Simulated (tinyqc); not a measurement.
Worked calculation: tight binding, kagome lattice. One step of it, computed by the program tinyqc.

Task: Bloch Hamiltonian at k. H_AB = -t1 - t2 exp(-i k.a1), H_AC = -t1 - t2 exp(-i k.a2), H_BC = -t1 - t2 exp(i k.(a1 - a2)), H_CC = delta.

Parameters chosen for this model:
```
parameter,value,unit
t1,0.780000,"eV, up triangles"
t2,0.320000,"eV, down triangles"
delta,0,eV on site C
```

k point k (fractions of the reciprocal vectors): -0.190000  0.190000

Give: H(k) at k.

Result:

H(k) at k (eV):
```
,A,B,C
A,0.0000,-0.8978-0.2975i,-0.8978+0.2975i
B,-0.8978+0.2975i,0.0000,-0.5467+0.2191i
C,-0.8978-0.2975i,-0.5467-0.2191i,0.0000
```
